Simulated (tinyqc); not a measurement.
Dopants and charged point defects at anneal temperature: Fermi-level effect, clustering and pairing: one step, computed by the program tinyqc. Command: `OMP_NUM_THREADS=1 python tinyqc.py 3026724 3026725 out.jsonl pairing walk`. One thread of a shared host (Intel(R) Xeon(R) Processor @ 2.30GHz), about 0.01 s of CPU time with the checks.

Boltzmann statistics and full ionisation of active dopants. Energies are counted from the valence band; the defect (a vacancy or self-interstitial) has five charge states, with all degeneracy factors one.

Question. The host at the anneal temperature. E_g = E_g0 - alpha T^2/(T + beta). N_c = 2 M_c (2 pi m_e k_B T/h^2)^(3/2) and N_v = 2 (2 pi m_h k_B T/h^2)^(3/2), masses in units of m_0. n_i = sqrt(N_c N_v) exp(-E_g/2 k_B T); E_i = E_g/2 + (k_B T/2) ln(N_v/N_c).

Inputs (values chosen for the exercise, with bands modelled on GaAs):

| quantity | value | unit |
|---|---|---|
| gap at 0 K E_g0 | 1.54 | eV |
| Varshni alpha | 0.00055 | eV/K |
| Varshni beta | 211 | K |
| electron mass m_e | 0.0663 | m_0 |
| valleys M_c | 1 | - |
| hole mass m_h | 0.545 | m_0 |
| anneal temperature T | 1130 | K |

Dopant: donor. Second part: pairing with a mobile impurity.

Constants: m_0 = 9.1093837015e-31 kg; k_B = 1.380649e-23 J/K; h = 6.62607015e-34 J s; k_B = 8.617333262e-05 eV/K.

Give: E_g; k_B T; n_i; E_i; effective density of states N_b of the majority band.

Answer.

E_g = 1.016 eV

k_B T = 0.09738 eV

n_i = 8.234e+16 cm^-3

E_i = 0.6620 eV

effective density of states N_b of the majority band = 3.132e+18 cm^-3
